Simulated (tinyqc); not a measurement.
Inside a calculation. Model: off-state leakage of single and stacked transistors.

tinyqc, about 0.04 s, one thread, Intel Xeon 2.30GHz (shared host): `OMP_NUM_THREADS=1 python tinyqc.py 2242112 2242113 out.jsonl` Printed values are rounded.

n-channel devices of unit width. Subthreshold current I(Vg, Vs, Vd) = I0 (T/300 K)^0.5 exp[(Vg - Vs - VT(T) - gb (Vs - Vb) + dd (Vd - Vs))/(nf Vt)] (1 - exp(-(Vd - Vs)/Vt)), VT(T) = VT - cT (T - 300 K). Gate-edge tunnelling Ig (Vd/1 V) exp(ag (Vd - 1 V)), for a gate at 0 V, and band-to-band leakage Ab u exp(-Bb/u), u = Vd - Vb + 1 V, flow at a drain held at V; both are taken as independent of T. In a stack of off transistors (all gates at 0 V) the same subthreshold current passes through each.

Inputs (values chosen for the exercise); values of the order met in bulk silicon logic transistors:
```
symbol  value       unit                                             meaning
T         300          K                                         temperature
V           1          V                                      supply voltage
VT        0.3          V        threshold at 300 K, zero drain and body bias
cT        0.5       mV/K              fall of the threshold with temperature
I0       0.22      uA/um                       current at threshold at 300 K
nf       1.48                                                   slope factor
dd       0.08                                drain-induced lowering per volt
gb       0.09             rise of the threshold per volt of source-body bias
Ig       5e-5      uA/um                 gate-edge tunnelling current at 1 V
ag        3.7        1/V               exponential slope of the gate current
Ab         30  uA/(um V)      prefactor of band-to-band leakage at the drain
Bb         18          V                             its exponential voltage
Vb       -0.3          V                                        body voltage
```

Constants: q = 1.602176634e-19 C, kB = 1.380649e-23 J/K, Vt = kB T/q. Results are converted to the units shown.

## Leakage of one transistor

Vg = Vs = 0, Vd = V; effective threshold VT(T) - gb Vb - dd V.

effective threshold = 0.247 V
parts (nA/um): subthreshold 0.3457501, gate edge 0.05, band-to-band 27.54373
total = 27.93948 nA/um
shares (%): subthreshold 1.237497, gate edge 0.1789583, band-to-band 98.58355

The band-to-band part is the largest.

## Starting value

Vx = dd V/(1 + gb + 2 dd), the solution for Vx well above Vt, rounded to three decimals.

Vx at the start = 0.064 V

## Iteration 1: new Vx

Stack of two, Vx the node between them: I_low = I(0, 0, Vx), I_up = I(0, Vx, V), f = ln(I_up/I_low), f' = -(1 + gb + 2 dd)/(nf Vt) - 1/(Vt (exp(Vx/Vt) - 1)) - 1/(Vt (exp((V - Vx)/Vt) - 1)), Vx(new) = Vx - f/f'.

I_low = 0.04473566 nA/um
I_up = 0.04884392 nA/um
f = 0.08785894
f' = -36.22268 1/V
Vx after iteration 1 = 0.06642552 V

## Iteration 2: new Vx

As before.

I_low = 0.04533291 nA/um
I_up = 0.04535220 nA/um
f = 4.254856e-4
f' = -35.87817 1/V
Vx after iteration 2 = 0.06643738 V

## Course of the iteration

Stop when the step is below 1e-11 V, or after 40 iterations.

Course of the iteration:
```
iteration  Vx before the step (V)  step (V)
1                           0.064   2.43e-3
2                      0.06642552   1.19e-5
3                      0.06643738  2.63e-10
4                      0.06643738         0
```

Converged in 4 iterations. The subthreshold current of the stack is 0.04534 nA/um, 7.63 times less than that of one transistor (the drain leakage is unchanged); the estimate exp[dd V (1 + gb + dd)/((1 + gb + 2 dd) nf Vt)] gives 7.08.
